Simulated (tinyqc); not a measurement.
Worked calculation: Jacobi rotations on a symmetric matrix. Computed by tinyqc, a small Python program that keeps every step. Settings: method = jacobi. Command: `OMP_NUM_THREADS=1 python tinyqc.py 24255 24256 out.jsonl` (the two numbers bound the seeds that draw the settings). One thread of a shared host (Intel(R) Xeon(R) Processor @ 2.60GHz), about 0.01 s of CPU time with the checks.

## Jacobi rotation 1

A, lower triangle:
```
          1          2         3         4
1  0.385000
2  0.094000   0.498000
3  0.134000  -0.112000  0.852000
4  0.317000  -0.699000  0.652000  0.952000
```

Take the largest off-diagonal element A_pq; tan 2 theta = 2 A_pq / (A_qq - A_pp) with |theta| <= pi/4; A' = J^T A J with J_pp = J_qq = cos, J_pq = sin, J_qp = -sin.

p, q, theta (rad): 2.000000  4.000000  -0.628395

A', lower triangle:
```
          1          2         3         4
1  0.385000
2  0.262391  -0.009935
3  0.134000   0.292672  0.852000
4  0.201186   0.000000  0.593289  1.459935
```

## Jacobi rotation 2

As before.

p, q, theta (rad): 3.000000  4.000000  0.548661

A', lower triangle:
```
          1          2         3         4
1  0.385000
2  0.262391  -0.009935
3  0.009404   0.249714  0.489344
4  0.241544   0.152642  0.000000  1.822592
```

## All rotations

The off-diagonal norm falls at every rotation.

Rotations:

| step | p | q | theta | off-diagonal norm |
|---|---|---|---|---|
| 1 | 2 | 4 | -0.628395 | 1.06e+00 |
| 2 | 3 | 4 | 0.548661 | 6.53e-01 |
| 3 | 1 | 2 | -0.462826 | 5.37e-01 |
| 4 | 1 | 4 | 0.205209 | 3.56e-01 |
| 5 | 2 | 3 | 0.303946 | 1.74e-01 |
| 6 | 1 | 3 | 0.569978 | 7.81e-02 |
| 7 | 1 | 2 | 0.057298 | 6.12e-02 |
| 8 | 3 | 4 | 0.021310 | 4.81e-02 |
| 9 | 2 | 3 | -0.026561 | 3.63e-02 |
| 10 | 1 | 4 | -0.012167 | 2.56e-02 |
| 11 | 2 | 4 | 0.008611 | 2.45e-03 |
| 12 | 1 | 3 | 0.006804 | 7.98e-04 |
| 13 | 3 | 4 | -0.000398 | 3.72e-04 |
| 14 | 1 | 2 | -0.000439 | 1.18e-05 |
| 15 | 2 | 3 | 0.000007 | 8.01e-06 |
| 16 | 1 | 4 | 3.79e-06 | 9.84e-09 |
| 17 | 1 | 3 | 2.04e-08 | 6.94e-09 |
| 18 | 2 | 4 | -2.34e-09 | 3.40e-14 |

eigenvalues: -0.212346  0.387822  0.628816  1.882708
